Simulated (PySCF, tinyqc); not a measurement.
RKS/exchange-only LDA in the sto-3g basis, for H4, spin multiplicity 1, step by step. The lowest restricted solution is unstable here: a spin-polarised one lies 0.0086 hartree lower (PySCF). One step of it, computed by the program tinyqc.

Task: Orthogonalisation. S = U s U^T; canonical form X = U s^(-1/2), so that X^T S X = 1. Each column of U has its largest component positive (the first on a tie).

overlap S, lower triangle:
```
          1H 1s     2H 1s     3H 1s     4H 1s
1H 1s  1.000000
2H 1s  0.259370  1.000000
3H 1s  0.024535  0.310361  1.000000
4H 1s  0.000701  0.024535  0.259370  1.000000
```

Give: eigenvalues of S; X.

Result:

eigenvalues of S: 0.5632  0.8322  1.1258  1.4789

X:
```
             1        2        3       4
1H 1s  -0.4467   0.6665   0.5868  0.2968
2H 1s   0.8296  -0.3957   0.3160  0.5000
3H 1s  -0.8296  -0.3957  -0.3160  0.5000
4H 1s   0.4467   0.6665  -0.5868  0.2968
```
